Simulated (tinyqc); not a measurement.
Deep-level transient spectroscopy: one step of the calculation.

Schottky contact on an n-type layer with shallow donors Nd (all ionised) and a donor-like deep trap, neutral when filled and positive when empty; depletion approximation. Traps within lam of the depletion edge stay filled. A long pulse to Vp fills the traps beyond x1 = Wp - lam; back at Vr those between x1 and x2 = Wr - lam emit. A rate window reads S = C(t2) - C(t1).

Task. Peak temperature. Fixed-point step for en(T) = ew: T(new) = (Et q/kB)/ln(sn g T^2/ew), g = vth Nc/(300 K)^2.

Parameters, values chosen for the exercise; material values close to those of gallium nitride:

| symbol | value | unit | meaning |
|---|---|---|---|
| Nc | 2.31e18 | cm^-3 | conduction-band density of states at 300 K |
| vth | 2.7e7 | cm/s | thermal velocity at 300 K |
| Et | 0.24 | eV | depth of the trap below the conduction edge |
| sn | 4.4e-17 | cm^2 | capture cross-section |

Constants: q = 1.602176634e-19 C, kB = 1.380649e-23 J/K. Results are converted to the units shown.

ew = 3054.3024 1/s
T at the start = 300 K

Find: T after step 1.

Result.

T after step 1 = 203.2 K

tinyqc, about 0.01 s, one thread, Intel Xeon 2.30GHz (shared host): `OMP_NUM_THREADS=1 python tinyqc.py 2050128 2050129 out.jsonl`
